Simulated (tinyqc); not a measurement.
Surface photovoltage measurement of the minority-carrier diffusion length in a wafer: one step, computed by the program tinyqc. Command: `OMP_NUM_THREADS=1 python tinyqc.py 3130222 3130223 out.jsonl spv walk`. One thread of a shared host (Intel(R) Xeon(R) Processor @ 2.30GHz), about 0.01 s of CPU time with the checks.

Low injection, steady light, a depletion layer much thinner than 1/alpha and L. The excess density dn is taken at the front edge of the neutral region; light that reaches the back is lost.

Question. The linear plot. alpha = (84.732/lambda - 76.417)^2 per cm with lambda in micrometre (an empirical fit for silicon between 0.7 and 1.05 micrometre). Thick wafer: dn = Phi L/((S_f + D/L)(L + 1/alpha)). Finite wafer, with s = S_b L/D, w = W/L, a = alpha L: dn = [Phi a/(a^2 - 1)] [a - B - exp(-alpha W)(a - s)/(cosh w + s sinh w)]/(S_f + B D/L), B = (sinh w + s cosh w)/(cosh w + s sinh w). Readings y = (Phi/dn) (1 + noise x g) at 780, 830, 880, 920, 950, 975 and 995 nm; a least-squares line y = c (1/alpha + L_app) gives L_app = intercept/slope.

Inputs (values chosen for the exercise, modelled on p-type silicon at room temperature):
```
quantity                          value        unit
diffusion length L                   30  micrometre
wafer thickness W                   625  micrometre
diffusivity D                      32.6      cm^2/s
front recombination velocity S_f    110        cm/s
back recombination velocity S_b   15000        cm/s
photon flux entering              9e+12  1/(cm^2 s)
relative noise of each reading        0           %
```

normal deviates g for the noise: 2.97  -0.60  -0.65  -0.56  0.56  -2.13  -2.33

Give: the table «Readings» with the columns 1/alpha (micrometre), y (cm/s), line (cm/s), for lambda (nm) = 780, 830, 880, 920, 950, 975, 995; slope; apparent length L_app; error of L_app (rounded to 0.001).

Answer.

Readings:
```
lambda (nm)  1/alpha (micrometre)  y (cm/s)  line (cm/s)
780                           9.6     14503        14503
830                          15.2     16529        16529
880                          25.3     20245        20245
920                          40.7     25853        25853
950                          61.3     33398        33398
975                          90.9     44242        44242
995                         130.9     58867        58867
```

slope = 365.9 cm/(s micrometre)

apparent length L_app = 30.00 micrometre

error of L_app (rounded to 0.001) = 0 %

At W/L = 20.8 the finite thickness shifts L_app by less than 0.05 %. S_f scales all readings alike and leaves L_app unchanged.
